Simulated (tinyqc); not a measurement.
Adding atomic layers: valley splitting of a silicon quantum well in envelope theory.

The well lies at 0 < z < L; U(z) = V0 [1/(1 + exp(z/w)) + 1/(1 + exp((L - z)/w))] - e F z, 1 mV/nm = 1e-4 eV/angstrom. The envelope psi solves -(c/ml) psi'' + U psi = E psi, c = hbar^2/2m0, by three-point differences on a grid of 0.1 angstrom from -40 to L + 40 angstrom. The two valleys at +/- k0 couple through D = C0 times the integral of exp(-i q z) U(z) psi^2, q = 2 k0 (2 pi/a), and split by Ev = 2|D|.

Constants: hbar^2/2m0 = 3.80998211 eV angstrom^2.

Values chosen for the exercise (near those of a strained Si well in SiGe; not measured data):
- V0 = 0.14 eV (conduction offset)
- ml = 0.908 m0 (mass along z)
- F = 2.4 mV/nm (field pressing towards the upper interface)
- k0 = 0.832 2 pi/a (valley position)
- a = 5.431 angstrom (lattice constant)
- C0 = 0.249 (Bloch overlap factor)
- Ls = (98, 99.4, 100.7, 102.1, 103.4, 104.8, 106.1, 107.5) angstrom (widths in steps of one atomic layer, a/4, rounded to the grid)
- F2 = 1 mV/nm (second field, zero or weak)
- w1 = 0.7 angstrom (interface width for this table)

The smooth splitting Ev = 2|D| with w = w1, at the field F2 and at F.

Results:
```
L (angstrom)  q L mod 2 pi  Ev at F2 (micro-eV)  Ev at F (micro-eV)
98.0                  0.16                 3.98                7.85
99.4                  2.86                 3.87                7.81
100.7                 5.36                 4.55                7.97
102.1                 1.77                 3.20                7.67
103.4                 4.28                 4.43                7.92
104.8                 0.69                 3.42                7.71
106.1                 3.19                 3.82                7.77
107.5                 5.89                 3.91                7.79
```

How do the results move, and what explains it?

At F2 the splitting swings between 3.2 and 4.55 micro-eV, a ratio of 1.42, as the two interfaces add with the phase q L, which advances on average by 2.61 rad a layer. At F the ratio is 1.04, where in the first row psi^2 at the upper interface is 35.8 times that at the lower one: one interface dominates and the interference fades.

Computed by tinyqc, a small Python program: `OMP_NUM_THREADS=1 python tinyqc.py 1282273 1282274 out.jsonl` (the numbers bound the seed that draws the inputs); one thread of a shared host (Intel(R) Xeon(R) Processor @ 2.30GHz), about 0.1 s for the whole set of steps.
